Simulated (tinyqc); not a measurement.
Hubbard chain of 2 sites, step by step. One step of it, computed by the program tinyqc.

Task: Mean-field iteration 2. H(up) = T + U n(down), H(down) = T + U n(up); fill the lowest levels; n(new) = n + mixing (n(out) - n); E = tr T (rho up + rho down) + U sum n_up n_down of the output.

one-body matrix (hopping and site energies) (eV):
```
           1          2
1  -0.900000  -1.410000
2  -1.410000   0.740000
```

U = 2.900000 eV

electrons, up and down: 1  1

mixing = 0.200000

n(up) after iteration 1: 1 0.943325, 2 0.056675

n(down) after iteration 1: 1 0.107473, 2 0.892527

Give: levels, up; levels, down; energy; n(up) after iteration 2; n(down) after iteration 2.

Result:

levels, up (eV): -1.0431  3.7831

levels, down (eV): -0.1149  2.8549

energy = -1.6501 eV

n(up) after iteration 2: 1 0.9358, 2 0.0642

n(down) after iteration 2: 1 0.1546, 2 0.8454
